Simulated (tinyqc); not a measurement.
Quantum-confined Stark effect in a modulator well, step by step. Values are carried at full precision from step to step, so a last printed digit may differ when a step is redone from the rounded ones.

Constants: hbar^2/2m0 = 3.80998211 eV angstrom^2; e^2/(4 pi eps0) = 14.39964547 eV angstrom; hc = 1239.841984 eV nm.

Values chosen for the exercise (near those of a Ge well in SiGe, direct gap; shifted at random, so the results belong to these values and not to a real crystal):
- L = 116 angstrom (well width)
- me = 0.0422 m0 (electron, well)
- mh = 0.205 m0 (heavy hole along z, well)
- F = 68 kV/cm (field)
- Vc = 0.356 eV (conduction offset)
- Vv = 0.106 eV (heavy-hole offset)
- meb = 0.0542 m0 (electron, barrier)
- mhb = 0.225 m0 (heavy hole, barrier)
- Eg = 0.842 eV (gap of the well)
- mp = 0.073 m0 (heavy hole in the plane)
- eps = 15.6 (dielectric constant)
- dE = 21 meV (operating point below the zero-field line)
- G = 10 meV (half width of the exciton line)

## Estimate for hard walls

Second order: each level moves by -C m (e F)^2 L^4/(2c), C = (15/pi^2 - 1)/(24 pi^2), c = hbar^2/2m0, 1 kV/cm = 1e-5 eV/angstrom. It holds while e F L is no more than about twice 3 c pi^2/(m L^2).

Estimate:

| carrier | shift (meV) | e F L over the level spacing |
|---|---|---|
| electron | -1.02 | 0.40 |
| heavy hole | -4.94 | 1.93 |

The hole, 4.9 times heavier, carries 83 % of the estimated shift; for hard walls second order errs by about 2 % at a ratio of 1 and 13 % at 3.

## Levels and envelopes

Envelopes on cells of 0.5 angstrom over the well |z| < L/2 and 45 angstrom of barrier on each side, psi = 0 beyond, psi'/m continuous (mean mass between points), c = hbar^2/2m0. The electron sees + e F z and the hole - e F z, each with its offset in the barriers; 1 kV/cm = 1e-5 eV/angstrom. Light holes, band mixing and escape by tunnelling are left out.

Ground levels, squared overlap and separation <z>_h - <z>_e without and with the field.

Results:

| F (kV/cm) | E_e (meV) | E_h (meV) | overlap^2 | separation (angstrom) |
|---|---|---|---|---|
| 0 | 38.44 | 8.84 | 0.998 | 0.0 |
| 68 | 35.31 | -1.63 | 0.591 | 36.1 |

The electron level moves by -3.13 meV (3.1 times the hard-wall estimate, since it leaks into the barriers and sees a wider well) and the hole level by -10.48 meV (2.12 times).

## Exciton

Exciton: in-plane function exp(-rho/lam), 1/mu = 1/me + 1/mp, E(lam) = c/(mu lam^2) - (q/eps) times the integral over k of Fm(k)(1 + (k lam/2)^2)^(-3/2), Fm(k) the double integral of psi_e^2 psi_h^2 exp(-k |z - z'|), q = e^2/(4 pi eps0); binding Eb = -E at the minimum. Line at Eg + E_e + E_h - Eb, strength proportional to overlap^2/lam^2.

Minimise over lam without and with the field.

Results:

| F (kV/cm) | lam (angstrom) | Eb (meV) | line (eV) | nm | overlap^2/lam^2 (1e-4/angstrom^2) |
|---|---|---|---|---|---|
| 0 | 224.8 | 3.90 | 0.8854 | 1400.4 | 0.1975 |
| 68 | 243.9 | 3.54 | 0.8721 | 1421.6 | 0.0993 |

The weaker binding gives back 0.37 meV of the red shift, leaving 13.2 meV; the strength falls to 50 %.

## Contrast at the operating point

With a Gaussian line of half width G, the absorption at E_op = line(0) - dE is proportional to strength x exp(-ln2 ((E_op - line)/G)^2); continuum absorption is left out. Give it at both fields, relative to the zero-field peak.

E_op = 0.8644 eV
wavelength = 1434.4 nm

absorption without and with the field: 0.047  0.33

The field changes the absorption by +0.28 of the zero-field peak. With dE above 2G the Gaussian tail at zero field is weak; real tails fall only exponentially and absorb more.

## Checks

- Zero-field levels against the matching condition of the square well, meV: largest difference 7.3e-02.
- Slope d(E_e + E_h)/dF against minus the separation (Hellmann-Feynman), angstrom: both -36.1.

Run: tinyqc, `OMP_NUM_THREADS=1 python tinyqc.py 1250370 1250371 out.jsonl`; Intel(R) Xeon(R) Processor @ 2.30GHz, one thread, shared host; about 0.1 s of CPU time with all checks.
